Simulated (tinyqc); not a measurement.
Hot carriers by balance equations with a heated Maxwellian: one step, computed by the program tinyqc. Command: `OMP_NUM_THREADS=1 python tinyqc.py 3030117 3030118 out.jsonl hot walk`. One thread of a shared host (Intel(R) Xeon(R) Processor @ 2.30GHz), about 0.02 s of CPU time with the checks.

The carriers follow a Maxwellian at an electron temperature T_e, slightly displaced; the drift energy is neglected against k_B T_e. The balance averages the rate, not the time, so mu_0 lies below the relaxation-time value.

Question. Drift velocity. Parabolic band: E = hbar^2 k^2/(2 m), speed v = hbar k/m, states per spin, volume and energy g(E) = m k/(2 pi^2 hbar^2). Masses are multiplied by m_0 and all formulas are in SI units. Phonon occupation N_q = 1/(exp(hbar w/(k_B T)) - 1). Acoustic deformation potential (elastic, equipartition, absorption and emission together): 1/tau = 2 pi k_B T D_A^2 g(E)/(hbar rho v_l^2). Optical or intervalley deformation potential: 1/tau = (pi Z_f D_o^2/(rho w)) [N_q g(E + hbar w) + (N_q + 1) g(E - hbar w)], with g = 0 below the band edge. Averages over the Maxwellian, <y> = int y x^(1/2) exp(-x) dx / int x^(1/2) exp(-x) dx with x = E/(k_B T_e), split at x_0 = hbar w/(k_B T_e): 64 Gauss-Legendre points in sqrt(x) below it and 128 in sqrt(x - x_0) above it, up to x = 32. Momentum balance: mu(T_e) = e/(m nu), nu = <x (sum of rates)>/<x>. Power lost per carrier: P(T_e) = hbar w <emission rate - absorption rate> + <(2 m v_l^2/(k_B T)) (E - 2 k_B T) acoustic rate>. v = mu(T_e) F; warm-carrier coefficient (mu/mu_0 - 1)/F^2.

Inputs (values chosen for the exercise, modelled on holes in silicon): effective mass m = 0.51 m_0; density rho = 2329 kg/m^3; sound velocity v_l = 9050 m/s; acoustic deformation potential D_A = 6 eV; phonon energy hbar w = 61.4 meV; optical or intervalley deformation potential D_o = 10 1e8 eV/cm; final valleys Z_f = 1; lattice temperature T = 150 K; electric field F = 7.8 kV/cm.

Band: parabolic. Solver: damped fixed point.

electron temperature T_e = 316.9674 K

low-field mobility mu_0 = 2949.625 cm^2/(V s)

Constants: k_B = 8.617333262e-05 eV/K; k_B = 1.380649e-23 J/K; e = 1.602176634e-19 C; hbar = 1.054571817e-34 J s; m_0 = 9.1093837015e-31 kg; hbar = 6.582119569e-16 eV s.

Give: mobility mu(T_e); drift velocity; mu/mu_0; (mu/mu_0 - 1)/F^2.

Answer.

mobility mu(T_e) = 912.29 cm^2/(V s)

drift velocity = 0.71159 1e7 cm/s

mu/mu_0 = 0.30929

(mu/mu_0 - 1)/F^2 = -0.011353 cm^2/kV^2

Caution: the drift energy m v^2/2 is not small against the heating (3/2) k_B (T_e - T), so T_e - T is rough.
